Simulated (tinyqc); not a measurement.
Worked calculation: overlap of hydrogenic dopants: pairs, impurity band and the Mott density. Values are carried at full precision from step to step, so a last printed digit may differ when a step is redone from the rounded ones.

Ry* = Ry m/eps^2, aB = a0 eps/m. For 1s orbitals a distance rho = R/aB apart, in Ry*: overlap S = exp(-rho)(1 + rho + rho^2/3), J = (2/rho)(1 - (1 + rho) exp(-2 rho)) (attraction to the other ion), Kx = 2 (1 + rho) exp(-rho) (exchange of one electron). One electron on a pair has E = -1 - (J +/- Kx)/(1 +/- S), without the repulsion 2/rho of the ions. Hopping after orthogonalisation: t = (Kx - S J)/(1 - S^2), half the splitting. Dopants on a lattice with z neighbours, n = (3 sqrt3/4)/R^3 (bcc), give a band of width B = 2 z t, as on any lattice of two interpenetrating sublattices. Valleys, central cells and disorder are left out.

Constants: Ry = 13.60569312 eV; a0 (Bohr radius) = 0.5291772105 angstrom; hbar = 6.58211957e-16 eV s.

Parameters, chosen for this exercise (an isotropic mass and dielectric constant of the size used for donors in SiC; shifted at random, so the results belong to these values and not to a real crystal): m = 0.384 m0 (mass); eps = 9.5 (dielectric constant); N = 0.0074 1/aB^3 (dopant density); rho = 4.1 aB (distance of a pair); u = 1.25 Ry* (cost of a second electron on one dopant); z = 8 (neighbours in the dopant lattice).

## Scales

Form Ry*, aB, and the density N in 1/cm^3 (1/angstrom^3 = 1e24/cm^3).

Ry* = 57.890 meV
aB = 13.092 angstrom
density = 3.298e+18 1/cm^3

## A pair with one electron

Form S, J, Kx, the two levels, t, and the total energy of the lower state with the repulsion, relative to a distant pair (-1).

S, J, Kx: [0.17738, 0.48712, 0.16904]

levels (Ry*): even -1.55731, odd -1.38667

t = 0.08532 Ry*
energy of the pair against a distant one (negative: bound) = -0.06950 Ry*

In this host the pair is 5.4 nm long and its splitting 2t is 9.88 meV.

## The pair with two electrons (two-site Hubbard model)

t is the hopping between the two dopants. Singlet at (u - sqrt(u^2 + 16 t^2))/2 below the triplet at 0; estimate 4 t^2/u; weight of double occupancy (1 - u/sqrt(u^2 + 16 t^2))/2; swap time pi hbar/Jx with Jx the splitting in eV. t and u are in units of Ry*.

singlet-triplet splitting (meV): exact 1.324, 4 t^2/u 1.348

double occupancy = 0.0177
swap time = 1.56 ps

The estimate is 1.8 % too high at 4t/u = 0.27.

## The impurity band at this density

Form R/aB, t, B = 2 z t and N^(1/3) aB. Two estimates of the gap between the Hubbard bands: u - B (rigid bands, closing at B = u) and the Hubbard-III rule, which closes at B = (2/sqrt3) u; give B/u.

R/aB = 5.5993
t = 0.02641 Ry*

B: in Ry* 0.423, in meV 24.465

N^(1/3) aB = 0.1949
B/u = 0.338

Both rules leave a gap: an insulator at T = 0. Mott's screening rule, N^(1/3) aB = 0.26, puts this density on the insulating side.

## Checks

- Overlap S against numerical integration in elliptic coordinates: both 0.17738.

Program tinyqc; command `OMP_NUM_THREADS=1 python tinyqc.py 1450157 1450158 out.jsonl`; about 0.01 s on one thread of a shared Intel(R) Xeon(R) Processor @ 2.30GHz.
